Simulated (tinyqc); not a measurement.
# Ballistic conductance of a ribbon with a Dirac band by counting modes: thermal smearing

Subband edges E_n = hbar v pi |n + al|/W for all integers n (the walls mix the two valleys, so no further valley factor enters); only conduction subbands count, the valence ones being far below Ef. Every mode transmits fully; spin gives the factor 2 in 2 q^2/h.

G = (2 q^2/h) M; at zero temperature M counts the edges below Ef, at T it is the sum of degeneracy times f. The smooth (Sharvin) count is 2 Ef W/(pi hbar v). f = 1/(1 + exp((E_n - Ef)/Vt)).

Values chosen for this exercise:

| symbol | value | unit | meaning |
|---|---|---|---|
| v | 8.8e5 | m/s | Dirac velocity |
| al | 0.25 |  | offset of the transverse quantisation |
| Ef | 0.173 | eV | Fermi energy above the Dirac point |
| W | 34 | nm | width |

Constants: q = 1.602176634e-19 C, kB = 1.380649e-23 J/K, hbar = 1.054571817e-34 J s, h = 6.62607015e-34 J s, Vt = kB T/q. Results are converted to the units shown.

Results:
```
T (K)  kB T (meV)  M at T  G (uS)
2         0.17235  6.0042  465.21
10        0.86173  6.2512  484.35
30         2.5852  6.4099  496.65
150        12.926  6.4647  500.89
220        18.958  6.4649  500.91
300        25.852  6.4660  500.99
```

Estimate the missing row, T = 77 K.

Computed row:
```
T (K)  kB T (meV)  M at T  G (uS)
77         6.6353  6.4596  500.50
```

With this row back in the table: M at T rises from 6.00 to 6.47; the integer count is 6. The edge nearest to Ef lies 0.941 meV from it, and M stays within 0.01 of the integer up to 2 K among the rows.

tinyqc, about 0.03 s, one thread, Intel Xeon 2.30GHz (shared host): `OMP_NUM_THREADS=1 python tinyqc.py 2740002 2740003 out.jsonl`
